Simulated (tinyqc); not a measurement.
Bound state in one dimension: Numerov shooting, finite differences, DVR, step by step. Computed by tinyqc, a small Python program that keeps every step. Settings: points = 96. Command: `OMP_NUM_THREADS=1 python tinyqc.py 21669 21670 out.jsonl` (the two numbers bound the seeds that draw the settings). One thread of a shared host (Intel(R) Xeon(R) Processor @ 2.60GHz), about 0.01 s of CPU time with the checks.

## Numerov steps at E = 0.1

One particle of mass 1 in V = 5.22 (x^2 - 1.62^2)^2 / 1.62^4 (atomic units), psi = 0 at both ends:
```
parameter                 value
left end              -3.400000
right end              3.400000
intervals                    96
h                      0.070833
state sought (nodes)          0
```

k_i = 2 m (E - V_i); (1 + h^2 k_(i+1)/12) y_(i+1) = 2 (1 - 5 h^2 k_i/12) y_i - (1 + h^2 k_(i-1)/12) y_(i-1), from y_0 = 0, y_1 = 0.001.

Points along the way:
```
i          x         V           k         y
0   -3.40000  60.51428  -120.82856   0.00000
1   -3.32917  54.23048  -108.26096   0.00100
2   -3.25833  48.41255   -96.62509   0.00256
3   -3.18750  43.03919   -85.87839   0.00538
4   -3.11667  38.08959   -75.97917   0.01058
5   -3.04583  33.54335   -66.88670   0.01989
32  -1.13333   1.36079    -2.52158  18.73136
33  -1.06250   1.69504    -3.19008  20.38816
34  -0.99167   2.04092    -3.88184  22.37297
35  -0.92083   2.39180    -4.58359  24.79561
36  -0.85000   2.74148    -5.28297  27.79115
37  -0.77917   3.08426    -5.96852  31.52676
```

## Bisection on the node count

With more sign changes than the state has nodes (the last point included) the energy is too high, else too low; the bracket starts as 0.1 to 12.

Trials:
```
trial          E  sign changes  y at the right end   next
1      6.0500000             4            4.04e+02  lower
2      3.0750000             2            3.67e+04  lower
3      1.5875000             0            5.90e+04  raise
4      2.3312500             2            2.91e+04  lower
5      1.9593750             2            1.72e+03  lower
6      1.7734375             0            5.73e+03  raise
7      1.8664063             0            8.53e+01  raise
8      1.9128906             2            2.25e+02  lower
9      1.8896484             1           -4.02e+01  lower
10     1.8780273             1           -2.98e+01  lower
11     1.8722168             0            1.42e+01  raise
12     1.8751221             1           -1.11e+01  lower
13     1.8736694             0            7.25e-01  raise
14     1.8743958             1           -5.39e+00  lower
...          ...           ...                 ...    ...
29     1.8737530             0            1.59e-04  raise
30     1.8737530             0            6.32e-05  raise
31     1.8737530             0            1.53e-05  raise
```

eigenvalue = 1.8737530 hartree

## The same grid by other methods

Three-point finite differences and the sine-DVR kinetic matrix of Colbert and Miller on the same points.

Lowest levels (hartree):
```
state  finite differences      DVR
0                 1.87166  1.87376
1                 1.89444  1.89653
2                 4.77385  4.77847
```
